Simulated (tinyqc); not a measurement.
Deal-Grove kinetics of thermal oxidation of silicon: one step, computed by the program tinyqc.

Oxidant diffuses through the oxide and reacts at the interface, so that dx/dt = B/(A + 2x) for the oxide thickness x.

Task: Thickness after the oxidation. tau = (x_i^2 + A x_i)/B and x = (A/2) [sqrt(1 + 4 B (t + tau)/A^2) - 1], the root of x^2 + A x = B (t + tau). Silicon consumed is 0.44 times the oxide grown; the rate is B/(A + 2x).

Inputs (values chosen for the exercise, close to those used for silicon): temperature T = 975 C; initial oxide x_i = 0.005 um; time t = 1.8 h.

Ambient: dry oxygen. Surface: (111).

length A = 0.1668980 um

parabolic constant B = 0.007155900 um^2/h

Give: tau; oxide thickness x; silicon consumed; final growth rate.

Result:

tau = 0.12011 h

oxide thickness x = 0.060439 um

silicon consumed = 0.024393 um

final growth rate = 0.024866 um/h

2x/A = 0.724: reaction and diffusion both resist, diffusion with a share 2x/(A + 2x) = 0.42. Caution: dry oxides grow faster than Deal-Grove predicts below about 0.03 um, so a start from a thinner film underestimates the thickness (a common remedy is x_i = 0.025 um).
